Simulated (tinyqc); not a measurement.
Worked calculation: charge neutrality level from zone-averaged pseudopotential bands. Values are carried at full precision from step to step, so a last printed digit may differ when a step is redone from the rounded ones.

Empirical pseudopotential on the fcc lattice, atoms at +/- tau, tau = a (1,1,1)/8, no spin-orbit coupling. H(G,G') = c (2 pi/a)^2 |k + G|^2 delta + VS(q) cos(q.tau) + i VA(q) sin(q.tau), q = G - G', c = hbar^2/2m0; k and G in units of 2 pi/a; VS at |q|^2 = 3, 8, 11 and VA at 3, 4, 11, in rydberg, zero elsewhere. At each k the basis holds all G with |k + G|^2 up to 16; energies are counted from the fourth level at Gamma.

Mesh: k = sum_i (n_i + 1/2)/N b_i, n_i = 0 ... N - 1, b = (-1,1,1), (1,-1,1), (1,1,-1); points with the same sorted |kx|, |ky|, |kz| after folding to the shortest k + G are joined, with their count as weight. Neutrality (branch-point) level: E_N = (1/2) mean over k of [E5 + (E3 + E4)/2], E_n the n-th level from below.

Constants: hbar^2/2m0 = 3.80998211 eV angstrom^2; Ry = 13.60569312 eV.

Parameters, chosen for this exercise (classic local form factors of the size used for Ge, without spin-orbit coupling; the results hold for these values, not for the real material):
- a = 5.659 angstrom (lattice constant)
- VS = (-0.231, 0.011, 0.059) Ry (symmetric form factors)
- VA = (0, 0, 0) Ry (antisymmetric form factors)
- mesh = 3 (points along each reciprocal vector)

## Levels on the mesh

Diagonalise at each joined point.

Levels (eV):
```
kx          ky      kz  weight       E3       E4      E5      E6
0.1667  0.1667  0.1667       2  -0.3784  -0.3784  1.9004  4.0621
0.5000  0.1667  0.1667       6  -1.8794  -1.5484  2.2847  4.0842
0.5000  0.5000  0.1667       6  -2.8492  -1.1739  2.4515  4.3603
0.5000  0.5000  0.5000       1  -1.1077  -1.1077  0.9295  4.1777
0.8333  0.1667  0.1667       6  -3.2435  -2.3117  1.4783  3.0788
0.8333  0.5000  0.1667       6  -3.6260  -2.4405  3.6805  3.8531
```

## Gaps

Level 5 at Gamma, at the lowest of (f,0,0) with f = 0.8, 0.85, 0.9, 1, and at (1/2,1/2,1/2).

gaps to Gamma, Delta/X, L (eV): 1.2300  1.0007  0.9295

## The neutrality level

Energies are counted from the valence top at Gamma. E_N = (1/2) weighted mean of [E5 + (E3 + E4)/2]. Compare with half the smallest indirect gap, min(Delta/X, L)/2, and give the barrier for electrons in the limit of full pinning, min(gaps) - E_N.

mean of E5 = 2.3741 eV
mean of (E3 + E4)/2 = -2.1882 eV
E_N = 0.0929 eV
half the indirect gap = 0.4648 eV
pinned barrier for electrons = 0.8366 eV

E_N lies at 10 % of the gap from the valence top, so pinned contacts have the lower barrier for holes. The two estimates differ by 0.37 eV; both rules are good to a few tenths of an eV only, so a position within that distance of a band edge or of mid-gap is not settled. Local form factors place the indirect gaps only to a few tenths of an eV, and E_N moves with them. Spin-orbit coupling, left out, would lift the valence top by a third of its splitting.

## Checks

- Sum of the weights against N^3: both 27.

Computed by tinyqc, a small Python program: `OMP_NUM_THREADS=1 python tinyqc.py 1880043 1880044 out.jsonl` (the numbers bound the seed that draws the inputs); one thread of a shared host (Intel(R) Xeon(R) Processor @ 2.30GHz), about 0.09 s for the whole set of steps.
